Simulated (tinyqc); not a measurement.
Which roughness does what: X-ray reflectivity of a thin film on silicon: critical angles, Parratt recursion, fringes and roughness. Computed by tinyqc, a small Python program. Command: `OMP_NUM_THREADS=1 python tinyqc.py 3120040 3120041 out.jsonl xrr walk`. One thread of a shared host (Intel(R) Xeon(R) Processor @ 2.30GHz), about 0.01 s of CPU time with the checks.

n = 1 - delta + i beta; the classical electron radius is r_e = 2.8179403e-6 nm. Layer 0 is vacuum, 1 the film, 2 the substrate.

Inputs (values chosen for the exercise, modelled on tungsten on silicon, copper K-alpha radiation): wavelength lambda = 0.15406 nm; film density rho = 18.4 g/cm^3; effective electrons per unit mass, film = 0.399 mol/g; beta/delta, film = 0.077; film thickness d = 13.5 nm; roughness of the surface sigma_1 = 0.42 nm; roughness of the interface sigma_2 = 0.45 nm; substrate density = 2.33 g/cm^3; effective electrons per unit mass, substrate = 0.507 mol/g; beta/delta, substrate = 0.023; grazing angle theta = 1.62 degrees.

Constants: N_A = 6.02214076e+23 1/mol.

Method:
- delta = r_e lambda^2 rho_e/(2 pi), rho_e = density x electrons per mass x N_A; critical angle sqrt(2 delta), q_c = 4 sqrt(pi r_e rho_e).
- k_j = (2 pi/lambda) sqrt(sin^2 theta - 2 delta_j + 2 i beta_j); r_ij = (k_i - k_j)/(k_i + k_j) x exp(-2 k_i k_j sigma^2) (Nevot-Croce); r = (r_01 + r_12 p)/(1 + r_01 r_12 p), p = exp(2 i k_1 d); R = |r|^2.
- Far above the critical angle the period is d theta = lambda/(2 d), or 2 pi/d in q; the envelope runs between (|r_01| - |r_12 p|)^2 and (|r_01| + |r_12 p|)^2; contrast = 2 a b/(a^2 + b^2) with a = |r_01|, b = |r_12 p|; roughness factors on the amplitudes are about exp(-q^2 sigma^2/2).
- R is averaged over one period above each angle (64 points); contrast = (max - min)/(max + min) of R theta^4 over that period. Cases: smooth; only sigma_1; only sigma_2; both.

period in theta = 0.326925 degrees

Constants:
```
layer      rho_e (1/nm^3)        delta         beta  critical angle (degrees)  q_c (1/nm)
film              4421.21  4.70623e-05  3.62380e-06                  0.555871    0.791356
substrate          711.40  7.57263e-06  1.74170e-07                  0.222977    0.317437
```

Mean R and contrast:
```
theta (degrees)  R smooth  contrast  R, sigma_1  contrast, sigma_1  R, sigma_2  contrast, sigma_2     R, both  contrast, both
0.8              0.013589   0.92440  1.1279e-02            0.97597  1.2752e-02            0.84629  1.0415e-02         0.92507
1.2              0.003764   0.94617  2.7290e-03            0.99934  3.1625e-03            0.80451  2.1322e-03         0.94167
1.8              0.000769   0.96086  4.2268e-04            0.92122  5.5323e-04            0.62198  2.1087e-04         0.94467
2.5              0.000212   0.96702  9.0735e-05            0.67555  1.3525e-04            0.38371  1.7222e-05         0.93437
3.5              0.000056   0.97248  2.1749e-05            0.25166  3.4558e-05            0.11606  4.1434e-07         0.89431
```

What follows from these numbers?

At 2.5 degrees sigma_1 alone multiplies the mean R by 0.43 and sigma_2 alone by 0.64; the contrast goes from 0.97 (smooth) to 0.68 and 0.38.
